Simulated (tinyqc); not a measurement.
Critical temperature from a phonon spectrum: McMillan, Allen-Dynes and the linearised Eliashberg equation. Changing the peak energy omega_1. Computed by tinyqc, a small Python program. Command: `OMP_NUM_THREADS=1 python tinyqc.py 3028512 3028513 out.jsonl eliashberg sweep`. One thread of a shared host (Intel(R) Xeon(R) Processor @ 2.30GHz), about 0.04 s of CPU time with the checks.

alpha^2 F(omega) = sum_i (lambda_i omega_i/2) delta(omega - omega_i), so that lambda = 2 int alpha^2 F/omega d omega = sum_i lambda_i.

Inputs (values chosen for the exercise, for a model metal):
```
quantity,value,unit
coupling lambda_1,0.745,-
peak energy omega_2,47.3,meV
coupling lambda_2,0.395,-
Coulomb pseudopotential mu*,0.13,-
```

Peaks in alpha^2 F: two.

Constants: k_B = 8.617333262e-05 eV/K.

Method:
- omega_log = exp(sum lambda_i ln omega_i / lambda); omega_rms = sqrt(sum lambda_i omega_i^2 / lambda).
- McMillan form: k_B T_c = (omega_log/1.2) exp[-1.04 (1 + lambda)/(lambda - mu* (1 + 0.62 lambda))]. Allen-Dynes multiplies it by f1 f2: f1 = [1 + (lambda/L1)^(3/2)]^(1/3), L1 = 2.46 (1 + 3.8 mu*); f2 = 1 + (omega_rms/omega_log - 1) lambda^2/(lambda^2 + L2^2), L2 = 1.82 (1 + 6.3 mu*) omega_rms/omega_log.
- Linearised Eliashberg equation at omega_n = (2n + 1) pi k_B T, n = 0..N-1: lambda(j) = sum_i lambda_i omega_i^2/(omega_i^2 + (2 pi j k_B T)^2); K_mn = lambda(m - n) + lambda(m + n + 1) - 2 mu*(N) - delta_mn [2m + 1 + lambda(0) + 2 sum_(j=1..m) lambda(j)], with 1/mu*(N) = 1/mu* + ln(omega_rms/omega_N), omega_N = (2N + 1) pi k_B T. T_c is where the largest eigenvalue rho of K is zero.
- N is the smallest integer at or above 8 omega_max/(2 pi k_B T_AD), omega_max the highest peak and T_AD the Allen-Dynes value.

One run for each value:
```
peak energy omega_1 (meV),"T_c, Eliashberg (K)","T_c, Allen-Dynes (K)",omega_log (meV),k_B T_c/omega_log
8.46,12.053,14.267,15.359,0.067626
10.90,14.665,16.807,18.126,0.069723
14.10,17.831,19.812,21.446,0.071647
18.20,21.544,23.280,25.339,0.073268
23.60,25.988,27.408,30.029,0.074577
30.40,31.037,32.149,35.432,0.075483
39.30,36.971,37.878,41.906,0.076025
```

What does the table show, and why?

Over the rows, T_c, Eliashberg (K) rises from 12.1 to 37.0 (exponent d ln y / d ln x 0.77 between the first rows and 0.68 between the last); T_c, Allen-Dynes (K) rises from 14.3 to 37.9 (exponent d ln y / d ln x about 0.64 throughout); omega_log (meV) rises from 15.4 to 41.9 (exponent d ln y / d ln x about 0.65 throughout). At fixed lambda_1 a softer peak gives less: very soft phonons do little for T_c. Left out: 6.55 (the run failed its checks).

Extremes, crossings and ranges named in words are read from the listed rows.
